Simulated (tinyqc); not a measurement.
Worked calculation: three-level Kane dispersion of a narrow-gap semiconductor. Values are carried at full precision from step to step, so a last printed digit may differ when a step is redone from the rounded ones.

Zero of energy at Gamma8, c = hbar^2/2m0, P^2 = Ep c. The free-electron term and remote bands are left out, so the heavy holes are flat at E = 0 and the other three bands obey E (E - Eg)(E + Dso) = P^2 k^2 (E + 2 Dso/3). The conduction band is the highest root; its edge is Ec = max(Eg, 0).

Constants: hbar^2/2m0 = 3.80998211 eV angstrom^2; hbar = 6.58211957e-16 eV s; e^2/(4 pi eps0) = 14.39964547 eV angstrom; muB = 5.788381798e-05 eV/T.

Inputs chosen for the exercise (a narrow-gap II-VI alloy; shifted at random, so the results belong to these values and not to a real crystal): Eg = 0.138 eV (E(Gamma6) - E(Gamma8)); Dso = 1.01 eV (spin-orbit splitting); Ep = 18.4 eV (Kane energy); k = 0.039 1/angstrom (wave vector); n = 2.7e+18 cm^-3 (electron density); eps = 12.9 (high-frequency dielectric constant); B = 3.4 T (magnetic field).

## The three bands at one k

Expand the equation into E^3 + a2 E^2 + a1 E + a0 = 0 and give its roots; compare with the two-level form (Dso to infinity) E = Eg/2 +/- sqrt(Eg^2/4 + (2/3) P^2 k^2).

P^2 k^2 = 0.106628 eV^2

a2, a1, a0: 0.872000  -0.246008  -0.071796

roots (eV): -1.0420  -0.1909  0.3609

two-level form (eV): -0.2064  0.3444

The two-level form misses the highest root by -16.5 meV. The order is normal: Gamma6 forms the conduction band.

## Mass at the edge and limiting velocity

m0* = Eg (Eg + Dso)/(Ep (Eg + 2 Dso/3)). In the two-level form the velocity tends to v = sqrt(2/3) P/hbar, and |Eg| = 2 m v^2 with m = 3 |Eg|/(2 Ep), as for a relativistic particle. 1 angstrom = 1e-10 m.

m0* = 0.01061 m0
P = 8.3728 eV angstrom
v = 1.039e+06 m/s
k at which the linear part sets in, |Eg|/(2 hbar v) = 0.01009 1/angstrom

## Fermi level and mass at a given density

Degenerate electrons at T = 0: kF = (3 pi^2 n)^(1/3), 1 cm^-3 = 1e-24 angstrom^-3; EF is the highest root at kF. The momentum (cyclotron, optical) mass is m(E) = hbar^2 k/(dE/dk) = c d(k^2)/dE with d(k^2)/dE = k^2 [1/E + 1/(E - Eg) + 1/(E + Dso) - 1/(E + 2 Dso/3)]; the density of states is k d(k^2)/dE/(2 pi^2).

Edge mass m0* = Eg (Eg + Dso)/(Ep (Eg + 2 Dso/3)).

Compare EF - Ec with the parabolic value c kF^2/m0*.

kF = 0.04308 1/angstrom
EF - Ec = 0.2529 eV
parabolic value = 0.6663 eV
m(EF) = 0.04446 m0
m(EF)/m0* = 4.189
density of states at EF = 2.546e+19 1/(eV cm^3)

The parabola overstates EF - Ec by a factor of 2.63; (EF - Ec)/|Eg| = 1.83, and the two-level rule 1 + 2 (EF - Ec)/|Eg| = 4.665 estimates the mass ratio.

## Plasma and cyclotron energies

hbar wp = sqrt(8 pi c (e^2/4 pi eps0) n/(eps m)), hbar wc = 2 muB B/m (classical limit), with m = m(EF) and, for comparison, the edge mass; n in angstrom^-3.

hbar wp with m(EF), with m0* (meV): 80.57  164.91

hbar wc with m(EF), with m0* (meV): 8.85  37.09

EF - Ec = 252.9 meV is 29 times hbar wc, so the classical value applies.

## Checks

- Roots of the cubic against the 8 x 8 Kane matrix without remote terms: they agree to 1e-10 or better.
- m(E) near the edge against m0*: both 0.01061.

Program tinyqc; command `OMP_NUM_THREADS=1 python tinyqc.py 1051380 1051381 out.jsonl`; about 0.01 s on one thread of a shared Intel(R) Xeon(R) Processor @ 2.30GHz.
